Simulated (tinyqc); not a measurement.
Current crowding under a contact, resistor ladder against the transmission-line model: one step of the calculation.

A metal contact of length d and width W on a thin layer of the same width. The metal has no resistance, the sheet resistance under it equals Rsh, and current enters the layer at the front edge x = 0.

Question. Voltages and the share of the current. Cut the contact into n cells of length hc = d/n. Neighbouring cell centres are joined by a = W/(Rsh hc), each centre joins the metal (0 V) by g = W hc/rc, and I enters cell 1 through half a cell: -a v_(i-1) + b_i v_i - a v_(i+1) = I for i = 1 and 0 otherwise, b_i = g + 2 a (g + a at both ends). Rc = v_1/I + 1/(2 a). Cell i passes g v_i to the metal.

Values chosen for this exercise: cells n = 6; current I = 1 mA.

a = 2.6373626 S
g = 0.021666667 S
b_i, cell 1 to 6 (S): 2.6590293  5.2963919  5.2963919  5.2963919  5.2963919  2.6590293

Give: v_i; share of the current; Rc of the ladder.

Answer.

```
cell  v_i (mV)  share of the current (%)
1        8.258                     17.89
2        7.946                     17.22
3        7.700                     16.68
4        7.517                     16.29
5        7.396                     16.03
6        7.336                     15.89
```

Rc of the ladder = 8.447 ohm

The first cell passes 17.9 % of the current and the last 15.9 %; an even spread would give 16.7 % each.

Program tinyqc, `OMP_NUM_THREADS=1 python tinyqc.py 2760032 2760033 out.jsonl`; Intel Xeon 2.30GHz, shared host, one thread, about 0.01 s.
